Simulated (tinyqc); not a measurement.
# Channel resistance from two points of the on-state curve

Problem. In the p-i-n model Von = V1 + 2 Vt ln(J/(1 A/cm^2)) + J Rch, with V1 independent of J. Find Rch and V1.

Values chosen for this exercise: temperature T = 300 K.

Constants: q = 1.602176634e-19 C, kB = 1.380649e-23 J/K, Vt = kB T/q. Results are converted to the units shown.

Von at J = 150 and 450 A/cm^2 (V): 1.1437208  1.4855235

Answer. Remove the logarithmic junction term; the rest is linear in J.

Rch = 0.950 mohm cm^2
V1 = 0.742 V

Computed by the program tinyqc: `OMP_NUM_THREADS=1 python tinyqc.py 2590117 2590118 out.jsonl`, one thread of a shared Intel Xeon 2.30GHz, about 0.01 s for the whole run.
